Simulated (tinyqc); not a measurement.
From misfit f back to fraction x of B: elastic strain and critical thickness of a cubic alloy layer A(1-x)B(x) on a thick substrate. Computed by tinyqc, a small Python program. Command: `OMP_NUM_THREADS=1 python tinyqc.py 3004535 3004536 out.jsonl misfit inv`. One thread of a shared host (Intel(R) Xeon(R) Processor @ 2.30GHz), about 0.01 s of CPU time with the checks.

Strain is positive in tension. The layer is coherent with the substrate unless said otherwise.

Inputs (values chosen for the exercise, modelled on GaAs(1-x)Sb(x) on GaAs): lattice constant a_A = 5.653 angstrom; lattice constant a_B = 6.096 angstrom; substrate lattice constant a_S = 5.653 angstrom.

C11, C12, C44 of A (GPa): 116.9  54.5  60.4

C11, C12, C44 of B (GPa): 86.7  40.11  42.44

Method. a = (1 - x) a_A + x a_B, the same rule for each C_ij; misfit f = (a_S - a)/a, the in-plane strain of the coherent layer.

Task: A run gave the result below. Find the fraction x of B, known to lie between 0.21 and 0.32.

misfit f = -0.01813576

Result:

Each step takes the trial c = (a f_b - b f_a)/(f_b - f_a), f being the result less the target and a, b, c the logarithms of the listed values; c replaces end b, the old b replaces a if the sign of f changed, and otherwise f_a is halved.

Scan of the range:

| fraction x of B | misfit f |
|---|---|
| 0.210 | -0.0161903 |
| 0.225 | -0.0173267 |
| 0.242 | -0.0186115 |
| 0.259 | -0.0198929 |
| 0.278 | -0.0213211 |
| 0.298 | -0.0228200 |
| 0.320 | -0.0244635 |

False position (Illinois rule, in the logarithm of the input) inside the bracket:

| step | end a | end b | trial | misfit f |
|---|---|---|---|---|
| 1 | 0.225000 | 0.242000 | 0.235560 | -0.0181252 |
| 2 | 0.242000 | 0.235560 | 0.235698 | -0.0181356 |
| 3 | 0.242000 | 0.235698 | 0.235702 | -0.0181359 |
| 4 | 0.235698 | 0.235702 | 0.235700 | -0.0181358 |

Misfit f falls at every point of a 13-point scan of the range (every second point is shown), so one value fits; it is bracketed by 0.225 and 0.242. Answer: fraction x of B = 0.2357.
